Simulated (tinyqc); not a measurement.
From results back to parameters: defect, radiative and Auger recombination at equal electron and hole densities (ABC model). Four cases, with inputs chosen for the exercise.

Problem. The peak efficiency, the current at the peak and the differential lifetime there, tau_p = 1/(Ae + 2 B n_p + 3 C n_p^2), are given; Ae, B and C are hidden. n_p = sqrt(Ae/C), Q = B/sqrt(Ae C), IQE_max = Q/(Q + 2).

J/(e d) = Ae n + B n^2 + C n^3 with Ae = A + 4 S/w (four side walls, carriers spread evenly), e = 1.602176634e-19 C, lengths in cm; internal efficiency IQE = B n^2/(Ae n + B n^2 + C n^3); all injected carriers recombine in the layer.

Find: Q; Ae; n_p; B; C.

Method. Q = 2 IQE/(1 - IQE). At the peak B n = Q Ae and C n^2 = Ae, so 1/tau_p = Ae (4 + 2Q) and J = e d Ae n_p (2 + Q); B and C follow.

Case 1.

Values chosen (out of a larger set: orders of magnitude like those quoted for InP; not measured data): d = 81 nm (active thickness).

IQE_max = 0.965120
J at the peak = 12102.0 A/cm^2
tau_p = 0.379135 ns

Solution.

Q = 55.3
Ae = 2.30e+07 1/s
n_p = 7.07e+18 1/cm^3
B = 1.8e-10 cm^3/s
C = 4.6e-31 cm^6/s

Case 2.

Values chosen (out of a larger set: orders of magnitude like those quoted for GaN; not measured data): d = 3.1 nm (active thickness).

IQE_max = 0.394963
J at the peak = 17.2909 A/cm^2
tau_p = 13.7508 ns

Solution.

Q = 1.31
Ae = 1.10e+07 1/s
n_p = 9.57e+18 1/cm^3
B = 1.5e-12 cm^3/s
C = 1.2e-31 cm^6/s

Case 3.

Values chosen (out of a larger set: orders of magnitude like those quoted for Si; not measured data): d = 170000 nm (active thickness).

IQE_max = 0.0140722
J at the peak = 8.35498 A/cm^2
tau_p = 17605.9 ns

Solution.

Q = 0.0285
Ae = 1.40e+04 1/s
n_p = 1.08e+17 1/cm^3
B = 3.7e-15 cm^3/s
C = 1.2e-30 cm^6/s

Case 4.

Values chosen (out of a larger set: orders of magnitude like those quoted for GaN; not measured data): d = 1.9 nm (active thickness).

IQE_max = 0.157966
J at the peak = 16.3033 A/cm^2
tau_p = 7.25741 ns

Solution.

Q = 0.375
Ae = 2.90e+07 1/s
n_p = 7.77e+18 1/cm^3
B = 1.4e-12 cm^3/s
C = 4.8e-31 cm^6/s

Computed by tinyqc, one run a case: `OMP_NUM_THREADS=1 python tinyqc.py N N+1 out.jsonl` with N = 1650986, 1651021, 1651028, 1651110; one thread of a shared Intel(R) Xeon(R) Processor @ 2.30GHz, about 0.01 s a run at most.
